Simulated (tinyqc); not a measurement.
Worked calculation: one-electron ion in a basis of Gaussians. Computed by tinyqc, a small Python program that keeps every step. Settings: Z = 2, l = 0. Command: `OMP_NUM_THREADS=1 python tinyqc.py 26346 26347 out.jsonl` (the two numbers bound the seeds that draw the settings). One thread of a shared host (Intel(R) Xeon(R) Processor @ 2.60GHz), about 0.01 s of CPU time with the checks.

## Matrices over normalised Gaussians

exponents of r^l exp(-a r^2) (1/bohr^2): 0.1926  0.4886  1.2400  3.1460  7.9810  20.2500

Z = 2

l = 0

With p = a_i + a_j and I(k) = Gamma((k+1)/2) / (2 p^((k+1)/2)): S = I(2l+2), T = (2l+3) a_i a_j S / p, V = -Z I(2l+1), each divided by sqrt(S_ii S_jj).

S, lower triangle:
```
        1       2       3       4       5       6
1  1.0000
2  0.8548  1.0000
3  0.5635  0.8546  1.0000
4  0.3184  0.5635  0.8547  1.0000
5  0.1671  0.3184  0.5636  0.8548  1.0000
6  0.0849  0.1671  0.3185  0.5636  0.8547  1.0000
```

T (hartree), lower triangle:
```
        1       2       3       4        5        6
1  0.2889
2  0.3542  0.7329
3  0.2818  0.8986  1.8600
4  0.1734  0.7149  2.2807  4.7190
5  0.0943  0.4398  1.8147  5.7863  11.9715
6  0.0486  0.2391  1.1164  4.6040  14.6789  30.3750
```

V (hartree), lower triangle:
```
         1        2        3        4         5         6
1  -1.4006
2  -1.5921  -2.2309
3  -1.5222  -2.5358  -3.5539
4  -1.3130  -2.4244  -4.0397  -5.6608
5  -1.0781  -2.0913  -3.8624  -6.4345   -9.0163
6  -0.8666  -1.7171  -3.3318  -6.1521  -10.2486  -14.3619
```

## Generalised eigenproblem

H = T + V (hartree), lower triangle:
```
         1        2        3        4       5        6
1  -1.1117
2  -1.2378  -1.4980
3  -1.2403  -1.6372  -1.6939
4  -1.1397  -1.7095  -1.7590  -0.9418
5  -0.9838  -1.6515  -2.0477  -0.6482  2.9552
6  -0.8180  -1.4779  -2.2154  -1.5482  4.4303  16.0131
```

Solve H C = S C e through S^(-1/2); each column has its largest component positive (the first on a tie).

eigenvalues of S: 0.0068  0.0340  0.1419  0.5152  1.5932  3.7089

eigenvalues (hartree): -1.9935  -0.4351  0.9566  5.3779  18.7507  56.9247

coefficients:
```
        1        2        3        4        5        6
1  0.0491   1.7069  -1.8826   1.0524  -0.5488   0.2998
2  0.3868  -1.0885   3.9656  -3.3630   1.9069  -1.0430
3  0.3767   0.0229  -2.5444   5.0496  -3.8403   2.2271
4  0.2342  -0.2196   0.3608  -3.3843   5.1000  -3.7623
5  0.0447   0.0080  -0.2151   0.6073  -3.3409   4.6408
6  0.0497  -0.0288  -0.0053  -0.2079   0.3363  -2.7925
```

For Z = 2 and l = 0 the exact lowest level is -Z^2/(2 n^2) with n = l + 1: -2.000000 hartree.
